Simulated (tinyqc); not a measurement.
Competing polymorphs of an oxide film: bulk, surface, grain-boundary, dopant and field terms: one step, computed by the program tinyqc.

Phases: monoclinic m (reference), polar orthorhombic o, tetragonal t. Free energies per formula unit (f.u.); 1 J/m^2 x angstrom^3/nm = 6.241509 meV.

Problem. Free energies of the grain. Area per volume: A = 2/h + f_b/R (two free faces; the side wall 2/R is shared by two grains and carries f_b gamma); G = b + gamma Omega A.

Inputs (values chosen for the exercise, for a model oxide):
```
quantity                                   value        unit
surface energy of m                         3.27       J/m^2
surface energy of o                         2.88       J/m^2
surface energy of t                         2.76       J/m^2
grain-boundary energy over surface energy   0.59           -
volume per formula unit Omega               32.6  angstrom^3
film thickness h                              13          nm
grain radius R                                24          nm
temperature T                                900           K
```

Geometry: columnar grains in a film.

b (meV/f.u.): m 0.00, o 26.92, t -24.50

Give: area per volume A; G less G(m); G(o) - G(m); G(t) - G(o).

Solution.

area per volume A = 0.1784 1/nm

G less G(m) (meV/f.u.): m 0.00, o 12.76, t -43.02

G(o) - G(m) = 12.76 meV/f.u.

G(t) - G(o) = -55.78 meV/f.u.

The lowest phase is t, by 43.0 meV/f.u. over m, as in the bulk terms. Caution: this is an equilibrium ranking; real films often keep the phase that nucleates first on cooling from t.
